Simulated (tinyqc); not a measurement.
Minority-electron transport through the base of a bipolar transistor (Moll-Ross and Kroemer integrals). Inputs raised by 10 %, one at a time. Computed by tinyqc, a small Python program. Command: `OMP_NUM_THREADS=1 python tinyqc.py 3006794 3006795 out.jsonl base sens`. One thread of a shared host (Intel(R) Xeon(R) Processor @ 2.30GHz), about 0.01 s of CPU time with the checks.

Low injection, one dimension, x from the emitter edge (0) to the collector edge (W), s = x/W. Recombination is treated as a small correction (valid for tau_B well below tau_n), computed from the stored charge.

Inputs (values chosen for the exercise, modelled on SiGe): intrinsic density n_i at the emitter edge = 7.5e+10 1/cm^3; base doping at the emitter edge N_0 = 3.3e+19 1/cm^3; base width W = 23 nm; mu_min = 220 cm^2/(V s); mu_max = 1070 cm^2/(V s); N_ref = 2.6e+17 1/cm^3; electron lifetime tau_n = 19 ns; emitter Gummel number G_E = 1.2e+14 s/cm^4; base-emitter voltage V_BE = 0.7 V; temperature T = 300 K.

Base doping profile: uniform. Gap grading: none. Exit of the base: infinite sink.

Constants: k_B = 8.617333262e-05 eV/K; e = 1.602176634e-19 C.

Method:
- N(x) = N_0; n_i(x) = n_i; D(x) = (k_B T/e) mu, mu = mu_min + (mu_max - mu_min)/(1 + (N/N_ref)^0.7).
- With y(x) = N n_i^2/(D n_i(x)^2): base Gummel number G_B = int_0^W y dx; J_C = e n_i^2 exp(e V_BE/k_B T)/G_B; n(x) = (J_C/e)(n_i(x)^2/(N n_i^2)) [int_x^W y dx]; transit time tau_B = (e/J_C) int n dx; trapezoid rule on 401 even points.
- Emitter-limited gain beta_E = G_E/G_B; recombination-limited gain beta_R = tau_n/tau_B; 1/beta = 1/beta_E + 1/beta_R; f_T from the base alone = 1/(2 pi tau_B).

Runs; columns: (1) input moved; (2) from; (3) to; (4) base transit time tau_B (ps); (5) current gain beta; (6) collector current density J_C (A/cm^2); (7) base Gummel number G_B (s/cm^4):
```
(1)                                               (2)       (3)      (4)     (5)     (6)         (7)
base run                                            -         -  0.41305  10.122   43.70  1.1853e+13
base doping at the emitter edge N_0 (1/cm^3)  3.3e+19  3.63e+19  0.41596   9.138   39.45  1.3130e+13
base width W (nm)                                  23      25.3  0.49978   9.202   39.73  1.3038e+13
mu_min (cm^2/(V s))                               220       242  0.38036  10.992   47.46  1.0915e+13
mu_max (cm^2/(V s))                              1070      1177  0.40731  10.265   44.32  1.1688e+13
electron lifetime tau_n (ns)                       19      20.9  0.41305  10.122   43.70  1.1853e+13
emitter Gummel number G_E (s/cm^4)            1.2e+14  1.32e+14  0.41305  11.134   43.70  1.1853e+13
base-emitter voltage V_BE (V)                     0.7      0.77  0.41305  10.122  655.31  1.1853e+13
```

Exponents ln(y'/y) / ln(x'/x):
```
input                                base transit time tau_B  current gain beta  collector current density J_C  base Gummel number G_B
base doping at the emitter edge N_0                    0.074             -1.073                         -1.074                   1.074
base width W                                           2.000             -1.000                         -1.000                   1.000
mu_min                                                -0.865              0.865                          0.865                  -0.865
mu_max                                                -0.147              0.147                          0.147                  -0.147
electron lifetime tau_n                                0.000              0.000                          0.000                   0.000
emitter Gummel number G_E                              0.000              1.000                          0.000                   0.000
base-emitter voltage V_BE                              0.000              0.000                         28.410                   0.000
```

Among the inputs moved here: base transit time tau_B answers most in size to base width W (exponent +2.000), next to mu_min (-0.865); its exponent is below 0.0005 for electron lifetime tau_n, emitter Gummel number G_E, base-emitter voltage V_BE. Its exponent +2.000 in base width W: diffusion, or drift in a field proportional to 1/W. current gain beta answers most in size to base doping at the emitter edge N_0 (exponent -1.073), next to base width W (-1.000); its exponent is below 0.0005 for electron lifetime tau_n, base-emitter voltage V_BE. Its exponent -1.000 in base width W: emitter-limited gain, or recombination with a transit time limited by the exit velocity. Collector current density J_C answers most in size to base-emitter voltage V_BE (exponent +28.410), next to base doping at the emitter edge N_0 (-1.074); its exponent is below 0.0005 for electron lifetime tau_n, emitter Gummel number G_E. base Gummel number G_B answers most in size to base doping at the emitter edge N_0 (exponent +1.074), next to base width W (+1.000); its exponent is below 0.0005 for electron lifetime tau_n, emitter Gummel number G_E, base-emitter voltage V_BE. Its exponent +1.000 in base width W: G_B counts dopants per area.

Caution (all rows): the base is only a few mean free paths wide, so transport is partly ballistic.
